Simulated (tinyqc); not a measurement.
Inside a calculation. Model: off-state leakage of single and stacked transistors.

Computed by the program tinyqc: `OMP_NUM_THREADS=1 python tinyqc.py 2242049 2242050 out.jsonl`, one thread of a shared Intel Xeon 2.30GHz, about 0.03 s for the whole run. Printed values are rounded.

n-channel devices of unit width. Subthreshold current I(Vg, Vs, Vd) = I0 (T/300 K)^0.5 exp[(Vg - Vs - VT(T) - gb (Vs - Vb) + dd (Vd - Vs))/(nf Vt)] (1 - exp(-(Vd - Vs)/Vt)), VT(T) = VT - cT (T - 300 K). Gate-edge tunnelling Ig (Vd/1 V) exp(ag (Vd - 1 V)), for a gate at 0 V, and band-to-band leakage Ab u exp(-Bb/u), u = Vd - Vb + 1 V, flow at a drain held at V; both are taken as independent of T. In a stack of off transistors (all gates at 0 V) the same subthreshold current passes through each.

Values chosen for this exercise; values of the order met in bulk silicon logic transistors: temperature T = 358 K; supply voltage V = 1 V; threshold at 300 K, zero drain and body bias VT = 0.33 V; fall of the threshold with temperature cT = 0.9 mV/K; current at threshold at 300 K I0 = 0.95 uA/um; slope factor nf = 1.35; drain-induced lowering per volt dd = 0.13; rise of the threshold per volt of source-body bias gb = 0.2; gate-edge tunnelling current at 1 V Ig = 2e-5 uA/um; exponential slope of the gate current ag = 4.2 1/V; prefactor of band-to-band leakage at the drain Ab = 40 uA/(um V); its exponential voltage Bb = 27 V; body voltage Vb = 0 V.

Constants: q = 1.602176634e-19 C, kB = 1.380649e-23 J/K, Vt = kB T/q. Results are converted to the units shown.

## Leakage of one transistor

Vg = Vs = 0, Vd = V; effective threshold VT(T) - gb Vb - dd V.

effective threshold = 0.1478 V
parts (nA/um): subthreshold 29.84481, gate edge 0.02, band-to-band 0.1096767
total = 29.97448 nA/um
shares (%): subthreshold 99.56738, gate edge 0.06672342, band-to-band 0.3659003

The subthreshold part is the largest.

## Starting value

Vx = dd V/(1 + gb + 2 dd), the solution for Vx well above Vt, rounded to three decimals.

Vx at the start = 0.089 V

## Iteration 1: new Vx

Stack of two, Vx the node between them: I_low = I(0, 0, Vx), I_up = I(0, Vx, V), f = ln(I_up/I_low), f' = -(1 + gb + 2 dd)/(nf Vt) - 1/(Vt (exp(Vx/Vt) - 1)) - 1/(Vt (exp((V - Vx)/Vt) - 1)), Vx(new) = Vx - f/f'.

I_low = 1.640347 nA/um
I_up = 1.739901 nA/um
f = 0.05892057
f' = -36.97386 1/V
Vx after iteration 1 = 0.09059357 V

## Iteration 2: new Vx

As before.

I_low = 1.653437 nA/um
I_up = 1.653573 nA/um
f = 8.201860e-5
f' = -36.87190 1/V
Vx after iteration 2 = 0.09059580 V

## Course of the iteration

Stop when the step is below 1e-11 V, or after 40 iterations.

Course of the iteration:
```
iteration  Vx before the step (V)  step (V)
1                           0.089   1.59e-3
2                      0.09059357   2.22e-6
3                      0.09059580  4.17e-12
```

Converged in 3 iterations. The subthreshold current of the stack is 1.653 nA/um, 18.0 times less than that of one transistor (the drain leakage is unchanged); the estimate exp[dd V (1 + gb + dd)/((1 + gb + 2 dd) nf Vt)] gives 17.2.
